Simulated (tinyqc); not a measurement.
Valence-band offset from core levels (Kraut method), with the dipole against the affinity rule: two steps of the calculation.

Binding energies are counted downwards from the Fermi level. dEv > 0 means that the valence edge of B lies below that of A, dEc > 0 that the conduction edge of B lies above that of A; dEc + dEv = EgB - EgA. The spectra are made-up values treated as data.

Parameters, values chosen for the exercise; gaps and affinities close to those of gallium nitride (A) and zirconium oxide (B): gap of the substrate A EgA = 3.46 eV; gap of the overlayer B EgB = 5.83 eV; core level of bare A cA = 87.16 eV; core level of thick B cB = 64.84 eV; valence-band maximum of thick B vB = 3.03 eV; core level of A under a thin film of B iA = 87.51 eV; core level of B in that thin film iB = 65.67 eV; background counts in the gap bg = 38.

Question 1. Valence-band maximum of bare A. Fit a straight line to the leading edge by least squares; the maximum vA lies where it meets the background.

```
point  binding energy (eV)  counts on the leading edge
0                     2.68                         388
1                      2.8                         556
2                     2.92                         724
3                     3.04                         892
4                     3.16                        1060
5                     3.28                        1228
```

Find: slope; intercept; vA.

Answer 1.

slope = 1400.0 counts/eV
intercept = -3364.0 counts
vA = 2.4300 eV

Question 2. Offsets. dEv = (iB - iA) - (cB - vB) + (cA - vA), dEc = EgB - EgA - dEv.

vA = 2.43 eV

Give: cA - vA; cB - vB; iB - iA; dEv; dEc.

Answer 2.

cA - vA = 84.730 eV
cB - vB = 61.810 eV
iB - iA = -21.840 eV
dEv = 1.0800 eV
dEc = 1.2900 eV

The alignment is type I (straddling). Both offsets exceed 1 eV, the usual requirement for a gate dielectric. A rigid shift of all levels, by charging or doping, cancels in the differences.

Program tinyqc, `OMP_NUM_THREADS=1 python tinyqc.py 2410120 2410121 out.jsonl`; Intel Xeon 2.30GHz, shared host, one thread, about 0.01 s.
